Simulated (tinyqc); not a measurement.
# From one set of inputs to another, one input at a time

Model: critical temperature from a phonon spectrum: McMillan, Allen-Dynes and the linearised Eliashberg equation. Computed by tinyqc, a small Python program. Command: `OMP_NUM_THREADS=1 python tinyqc.py 3017270 3017271 out.jsonl eliashberg ladder`. One thread of a shared host (Intel(R) Xeon(R) Processor @ 2.30GHz), about 0.01 s of CPU time with the checks.

alpha^2 F(omega) = sum_i (lambda_i omega_i/2) delta(omega - omega_i), so that lambda = 2 int alpha^2 F/omega d omega = sum_i lambda_i.

The inputs printed are set A. Inputs not listed in the table keep their values of set A, so the rows need not describe a real material.

Inputs (values chosen for the exercise, for a model metal): peak energy omega_1 = 11.2 meV; coupling lambda_1 = 2.83; Coulomb pseudopotential mu* = 0.12.

Peaks in alpha^2 F: one.

Constants: k_B = 8.617333262e-05 eV/K.

Method:
- omega_log = exp(sum lambda_i ln omega_i / lambda); omega_rms = sqrt(sum lambda_i omega_i^2 / lambda).
- McMillan form: k_B T_c = (omega_log/1.2) exp[-1.04 (1 + lambda)/(lambda - mu* (1 + 0.62 lambda))]. Allen-Dynes multiplies it by f1 f2: f1 = [1 + (lambda/L1)^(3/2)]^(1/3), L1 = 2.46 (1 + 3.8 mu*); f2 = 1 + (omega_rms/omega_log - 1) lambda^2/(lambda^2 + L2^2), L2 = 1.82 (1 + 6.3 mu*) omega_rms/omega_log.
- T_c ~ M^(-a). All omega_i scale as M^(-1/2) at fixed lambda, but mu* = mu/(1 + mu ln(E_F/omega)) changes: d mu*/d ln omega = mu*^2. In the McMillan form a = (1/2) [1 - 1.04 (1 + lambda)(1 + 0.62 lambda) mu*^2/(lambda - mu* (1 + 0.62 lambda))^2].

Each row keeps all changes above it:
```
input moved                  from     to  T_c, Allen-Dynes (K)  T_c, McMillan form (K)  isotope exponent a
set A                           -      -                26.277                  22.007             0.48735
Coulomb pseudopotential mu*  0.12   0.15                24.512                  20.840             0.47887
peak energy omega_1 (meV)    11.2   5.74                12.562                  10.680             0.47887
coupling lambda_1            2.83  0.833                 2.460                   2.383             0.41130
```

Which inputs carry the difference?

T_c, Allen-Dynes goes from 26.3 to 2.46, a factor 0.0936 in all. The largest single move comes from coupling lambda_1 (a factor 0.196). T_c, McMillan form goes from 22.0 to 2.38, a factor 0.108 in all. The largest single move comes from coupling lambda_1 (a factor 0.223). Isotope exponent a goes from 0.487 to 0.411, a factor 0.844 in all. The largest single move comes from coupling lambda_1 (a factor 0.859). The single moves hold for this order of the switches; the total does not depend on the order.

Caution (rows set A, Coulomb pseudopotential mu*, peak energy omega_1): for lambda above about 1.5 the plain McMillan form saturates and falls short.

Extremes, crossings and ranges named in words are read from the listed rows.
